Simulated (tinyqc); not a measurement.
Comparisons within one model: valley splitting of a silicon quantum well in envelope theory. A value that a table varies takes the place of the one given here.

The well lies at 0 < z < L; U(z) = V0 [1/(1 + exp(z/w)) + 1/(1 + exp((L - z)/w))] - e F z, 1 mV/nm = 1e-4 eV/angstrom. The envelope psi solves -(c/ml) psi'' + U psi = E psi, c = hbar^2/2m0, by three-point differences on a grid of 0.1 angstrom from -40 to L + 40 angstrom. The two valleys at +/- k0 couple through D = C0 times the integral of exp(-i q z) U(z) psi^2, q = 2 k0 (2 pi/a), and split by Ev = 2|D|.

Random alloy: with Y(z) = Yw + (Yb - Yw) B(z), B the bracket in U, and in-plane density exp(-r^2/ad^2)/(pi ad^2), D gains a random complex part of variance sigma^2 = (C0^2/pi)(a^2 V0/(8 ad (Yb - Yw)))^2 (4/a) times the integral of psi^4 Y (1 - Y). Alone it gives a mean splitting sqrt(pi) sigma; together with the smooth part the rms splitting is 2 sqrt(|D|^2 + sigma^2).

Constants: hbar^2/2m0 = 3.80998211 eV angstrom^2.

Parameters, chosen for this exercise (near those of a strained Si well in SiGe; not measured data): L = 92 angstrom (well width); V0 = 0.16 eV (conduction offset); ml = 0.908 m0 (mass along z); F = 8.1 mV/nm (field pressing towards the upper interface); k0 = 0.835 2 pi/a (valley position); a = 5.431 angstrom (lattice constant); C0 = 0.283 (Bloch overlap factor); Yb = 0.26 (Ge share of the barrier); Yw = 0.05 (Ge share of the well); ad = 180 angstrom (dot radius); ws = (0.2, 0.6, 1, 1.5, 1.9, 2.9, 4.1) angstrom (interface widths); Ls = (92, 93.4, 94.7, 96.1, 97.4, 98.8, 100.1, 101.5) angstrom (widths in steps of one atomic layer, a/4, rounded to the grid); F2 = 0.5 mV/nm (second field, zero or weak); w1 = 0.5 angstrom (interface width for this table); w = 0.7 angstrom (interface width parameter).

## Sharpness of the interface

The smooth part 2|D| and the disorder part against w, beside y/sinh(y) with y = pi q w. The 12 to 88 % width of the step is 4w.

Results:
```
w (angstrom)  4w (angstrom)  2|D| (micro-eV)  y/sinh(y)  sqrt(pi) sigma (micro-eV)
0.2                     0.8           187.16       0.79                      128.0
0.6                     2.4            46.02       0.19                      128.0
1.0                     4.0             6.96      0.028                      128.0
1.5                     6.0             0.53     0.0020                      128.0
1.9                     7.6             0.06    0.00023                      128.0
2.9                    11.6             0.00    8.0e-07                      128.0
4.1                    16.4             0.00    7.7e-10                      127.9
```

How do the results move?

The smooth part needs a Fourier component of U psi^2 at a wavelength of 3.25 angstrom; from the first row to the third it falls by a factor 26.9, while y/sinh(y) falls by 28.2 (the envelope near the step and the phase between the two interfaces change too). The disorder part goes from 128.0 to 127.9 micro-eV. It takes over between w = 0.2 and 0.6 angstrom, that is a step 0.8 to 2.4 angstrom wide, with 1.36 angstrom to an atomic layer.

## Adding atomic layers

The smooth splitting Ev = 2|D| with w = w1, at the field F2 and at F.

Results:
```
L (angstrom)  q L mod 2 pi  Ev at F2 (micro-eV)  Ev at F (micro-eV)
92.0                  1.82                 5.90                70.1
93.4                  4.52                 13.2                70.1
94.7                  0.75                 4.98                70.1
96.1                  3.46                 11.3                70.1
97.4                  5.97                 8.69                70.2
98.8                  2.39                 7.41                70.2
100.1                 4.90                 10.7                70.2
101.5                 1.32                 4.32                70.2
```

How do the results move?

At F2 the splitting swings between 4.32 and 13.2 micro-eV, a ratio of 3.05, as the two interfaces add with the phase q L, which advances on average by 2.62 rad a layer. At F the ratio is 1.00, where in the first row psi^2 at the upper interface is 6.61e+03 times that at the lower one: one interface dominates and the interference fades.

## What each parameter does

Orbital spacing, psi^2 at z = L, the smooth splitting and sigma; V0 is held fixed when Yw changes. Each row changes one parameter from the base and keeps the others.

Results:
```
case               E2 - E1 (meV)  psi^2(L) (1e-3/angstrom)  2|D| (micro-eV)  sigma (micro-eV)
base                       24.48                     4.798            29.43              72.2
ad = 220 angstrom          24.48                     4.798            29.43              59.1
Yw = 0.08                  24.48                     4.798            29.43             104.7
L = 98 angstrom            24.40                     4.798            29.44              72.2
V0 = 0.2 eV                24.56                     3.776            29.39              90.3
w = 0.91 angstrom          24.47                     4.652            10.85              72.2
F = 12.15 mV/nm            31.78                     7.240            44.58              77.2
k0 = 0.815 2 pi/a          24.48                     4.798            32.59              72.2
C0 = 0.34                  24.48                     4.798            35.35              86.8
```

What can be read from the table?

The largest shifts from the base row, up to three for each result and ties (the steps differ in size, so this ranks the rows, not the parameters). E2 - E1 (meV): F +7.30, L -0.08, V0 +0.08; unchanged at the printed digits by ad, Yw, k0 and C0. psi^2(L) (1e-3/angstrom): F +2.442, V0 -1.023, w -0.146; unchanged at the printed digits by ad, Yw, L, k0 and C0. 2|D| (micro-eV): w -18.57, F +15.15, C0 +5.93; unchanged at the printed digits by ad and Yw. sigma (micro-eV): Yw +32.5, V0 +18.1, C0 +14.5; unchanged at the printed digits by L, w and k0.

Program tinyqc; command `OMP_NUM_THREADS=1 python tinyqc.py 1250556 1250557 out.jsonl`; about 0.2 s on one thread of a shared Intel(R) Xeon(R) Processor @ 2.30GHz.
